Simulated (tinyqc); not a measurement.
Worked calculation: hot carriers by balance equations with a heated Maxwellian. Computed by tinyqc, a small Python program that keeps every step. Command: `OMP_NUM_THREADS=1 python tinyqc.py 3025289 3025290 out.jsonl hot walk`. One thread of a shared host (Intel(R) Xeon(R) Processor @ 2.30GHz), about 0.02 s of CPU time with the checks. Intermediate numbers are printed to about 5 digits and carried at full precision; extremes and crossings named in words are read from the listed rows.

The carriers follow a Maxwellian at an electron temperature T_e, slightly displaced; the drift energy is neglected against k_B T_e. The balance averages the rate, not the time, so mu_0 lies below the relaxation-time value.

Inputs (values chosen for the exercise, modelled on holes in germanium): effective mass m = 0.303 m_0; density rho = 5323 kg/m^3; sound velocity v_l = 5370 m/s; acoustic deformation potential D_A = 5.4 eV; phonon energy hbar w = 38.2 meV; optical or intervalley deformation potential D_o = 7 1e8 eV/cm; final valleys Z_f = 1; lattice temperature T = 100 K; electric field F = 4.7 kV/cm; iteration cap = 300.

Band: parabolic. Solver: Newton.

Constants: k_B = 8.617333262e-05 eV/K; k_B = 1.380649e-23 J/K; e = 1.602176634e-19 C; hbar = 1.054571817e-34 J s; m_0 = 9.1093837015e-31 kg; hbar = 6.582119569e-16 eV s.

## Equilibrium values

Parabolic band: E = hbar^2 k^2/(2 m), speed v = hbar k/m, states per spin, volume and energy g(E) = m k/(2 pi^2 hbar^2). Masses are multiplied by m_0 and all formulas are in SI units. Phonon occupation N_q = 1/(exp(hbar w/(k_B T)) - 1). Acoustic deformation potential (elastic, equipartition, absorption and emission together): 1/tau = 2 pi k_B T D_A^2 g(E)/(hbar rho v_l^2). Optical or intervalley deformation potential: 1/tau = (pi Z_f D_o^2/(rho w)) [N_q g(E + hbar w) + (N_q + 1) g(E - hbar w)], with g = 0 below the band edge. Averages over the Maxwellian, <y> = int y x^(1/2) exp(-x) dx / int x^(1/2) exp(-x) dx with x = E/(k_B T_e), split at x_0 = hbar w/(k_B T_e): 64 Gauss-Legendre points in sqrt(x) below it and 128 in sqrt(x - x_0) above it, up to x = 32. Momentum balance: mu(T_e) = e/(m nu), nu = <x (sum of rates)>/<x>. Power lost per carrier: P(T_e) = hbar w <emission rate - absorption rate> + <(2 m v_l^2/(k_B T)) (E - 2 k_B T) acoustic rate>. Energy relaxation time at weak heating: tau_E = (3/2) k_B / (dP/dT_e), the derivative by a central difference of +/- 0.5 K at T_e = T.

low-field mobility mu_0 = 22206 cm^2/(V s)

energy relaxation time tau_E = 6.1334 ps

Energy and momentum relax at comparable rates here.

## Balance functions

The field that sustains T_e follows from e mu F^2 = P.

Against the electron temperature:
```
T_e (K)  mu (cm^2/(V s))  P optical (1e9 eV/s)  P acoustic (1e9 eV/s)  F (kV/cm)  drift velocity (1e7 cm/s)
110                19886                 0.235             3.1050e-03     0.1095                     0.2178
130                16150                 0.864             1.0127e-02     0.2327                     0.3758
160                12345                 2.140             2.2469e-02     0.4185                     0.5167
200                 9332                 4.259             4.1868e-02     0.6789                     0.6335
300                 5971                10.332             1.0256e-01     1.3220                     0.7893
500                 3825                21.870             2.6480e-01     2.4055                     0.9202
800                 2749                35.713             5.8616e-01     3.6338                     0.9989
1200                2141                49.928             1.1281e+00     4.8834                     1.0455
```

Optical phonons take 99 % of the power in the first row and 98 % in the last. The velocity grows as F^0.72 at first and as F^0.15 at the end, so it levels off; if optical phonons alone set both balances the limit at high T_e would be sqrt(3 hbar w tanh(hbar w/2 k_B T)/(4 m)) = 1.27 in the same unit.

## First iteration

Newton: h(T_e) = P - e mu F^2, T_new = T_e - h/h', with h' by a central difference of +/- 0.5 K, limited to the range T to 3 T_e. Start at T_e = 1.5 T.

mu at the start = 13420 cm^2/(V s)

P at the start = 1.6950e+09 eV/s

new T_e = 262.99 K

## The whole iteration

Start at T_e = 1.5 T; stop when T_e moves by less than 1e-6 K or exceeds 1e6 K.

Course of the iteration:
```
iteration  T_e (K)  mu (cm^2/(V s))    step (K)
1            150.0            13420  1.1299e+02
2            263.0             6835  2.1244e+02
3            475.4             3978  3.3502e+02
4            810.5             2726  2.6248e+02
5           1072.9             2289  6.0156e+01
6           1133.1             2215  1.9386e+00
7           1135.0             2213  1.8328e-03
8           1135.0             2213  1.8026e-09
```

electron temperature T_e = 1135.0 K

Converged in 8 iterations.

## Drift velocity

v = mu(T_e) F; warm-carrier coefficient (mu/mu_0 - 1)/F^2.

mobility mu(T_e) = 2212.8 cm^2/(V s)

drift velocity = 1.0400 1e7 cm/s

mu/mu_0 = 0.099649

(mu/mu_0 - 1)/F^2 = -0.040758 cm^2/kV^2

T_e/T = 11.35; the simple estimate T + (2/3) e mu_0 F^2 tau_E/k_B would give 23375 K, too high since mu falls and tau_E changes as the gas heats.

Checks made by the program: detailed balance, P(T_e = T) = 0, on the scale of P at 1.1 T (relative difference below 1e-10).
